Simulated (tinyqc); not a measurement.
Balance functions: hot carriers by balance equations with a heated Maxwellian. Computed by tinyqc, a small Python program. Command: `OMP_NUM_THREADS=1 python tinyqc.py 3006947 3006948 out.jsonl hot walk`. One thread of a shared host (Intel(R) Xeon(R) Processor @ 2.30GHz), about 0.01 s of CPU time with the checks.

The carriers follow a Maxwellian at an electron temperature T_e, slightly displaced; the drift energy is neglected against k_B T_e. The balance averages the rate, not the time, so mu_0 lies below the relaxation-time value.

Inputs (values chosen for the exercise, modelled on holes in silicon): effective mass m = 0.494 m_0; density rho = 2329 kg/m^3; sound velocity v_l = 9290 m/s; acoustic deformation potential D_A = 5.6 eV; phonon energy hbar w = 65.2 meV; optical or intervalley deformation potential D_o = 9.1 1e8 eV/cm; final valleys Z_f = 1; lattice temperature T = 400 K.

Band: parabolic. Solver: damped fixed point.

Constants: k_B = 8.617333262e-05 eV/K; k_B = 1.380649e-23 J/K; e = 1.602176634e-19 C; hbar = 1.054571817e-34 J s; m_0 = 9.1093837015e-31 kg; hbar = 6.582119569e-16 eV s.

Method:
- Parabolic band: E = hbar^2 k^2/(2 m), speed v = hbar k/m, states per spin, volume and energy g(E) = m k/(2 pi^2 hbar^2). Masses are multiplied by m_0 and all formulas are in SI units.
- Phonon occupation N_q = 1/(exp(hbar w/(k_B T)) - 1).
- Acoustic deformation potential (elastic, equipartition, absorption and emission together): 1/tau = 2 pi k_B T D_A^2 g(E)/(hbar rho v_l^2).
- Optical or intervalley deformation potential: 1/tau = (pi Z_f D_o^2/(rho w)) [N_q g(E + hbar w) + (N_q + 1) g(E - hbar w)], with g = 0 below the band edge.
- Averages over the Maxwellian, <y> = int y x^(1/2) exp(-x) dx / int x^(1/2) exp(-x) dx with x = E/(k_B T_e), split at x_0 = hbar w/(k_B T_e): 64 Gauss-Legendre points in sqrt(x) below it and 128 in sqrt(x - x_0) above it, up to x = 32. Momentum balance: mu(T_e) = e/(m nu), nu = <x (sum of rates)>/<x>. Power lost per carrier: P(T_e) = hbar w <emission rate - absorption rate> + <(2 m v_l^2/(k_B T)) (E - 2 k_B T) acoustic rate>.
- The field that sustains T_e follows from e mu F^2 = P.

Against the electron temperature:
```
T_e (K)  mu (cm^2/(V s))  P optical (1e9 eV/s)  P acoustic (1e9 eV/s)  F (kV/cm)  drift velocity (1e7 cm/s)
440               450.93                 15.97             2.0723e-01      5.990                    0.27010
520               389.99                 48.38             6.7583e-01     11.216                    0.43740
640               329.60                 96.10             1.4995e+00     17.208                    0.56719
800               279.04                155.75             2.7942e+00     23.837                    0.66514
1200              212.57                283.38             6.8444e+00     36.951                    0.78545
2000              156.65                475.65             1.7672e+01     56.118                    0.87908
3200              120.78                685.22             3.9119e+01     77.441                    0.93534
4800               97.36                897.14             7.5289e+01     99.941                    0.97301
```

Optical phonons take 99 % of the power in the first row and 92 % in the last. The velocity grows as F^0.77 at first and as F^0.15 at the end, so it levels off; if optical phonons alone set both balances the limit at high T_e would be sqrt(3 hbar w tanh(hbar w/2 k_B T)/(4 m)) = 1.13 in the same unit. Rows above 1400 K (k_B T_e > 0.12 eV) stretch the parabolic band.
